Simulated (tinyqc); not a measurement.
## Thickness from the transmission

Question. A dielectric of barrier phi1 and mass m1 carries the voltage V, so U = phi1 - V x/t1. At E = 0 the WKB exponent is S = (4 t1/(3 V)) sqrt(m1/C) [phi1^1.5 - max(phi1 - V, 0)^1.5], C = hbar^2/(2 m0), and T = exp(-S). Find S, t1 and the field.

Parameters, values chosen for the exercise:
- phi1 = 1.44 eV (barrier of layer 1 above the emitter Fermi level at zero bias)
- m1 = 0.26 m0 (tunnelling mass of layer 1)
- V = 2.2 V (voltage across the dielectric)

Constants: q = 1.602176634e-19 C, hbar = 1.054571817e-34 J s, m0 = 9.1093837015e-31 kg, hbar^2/(2 m0) = 0.0380998212 eV nm^2. Results are converted to the units shown.

T at E = 0 = 4.0166580e-5

Answer. At fixed V the exponent is proportional to t1.

S = 10.12
t1 = 3.700 nm
field = 5.946 MV/cm

Numbers from tinyqc (`OMP_NUM_THREADS=1 python tinyqc.py 2540095 2540096 out.jsonl`; about 0.03 s on one thread of a shared Intel Xeon 2.30GHz).
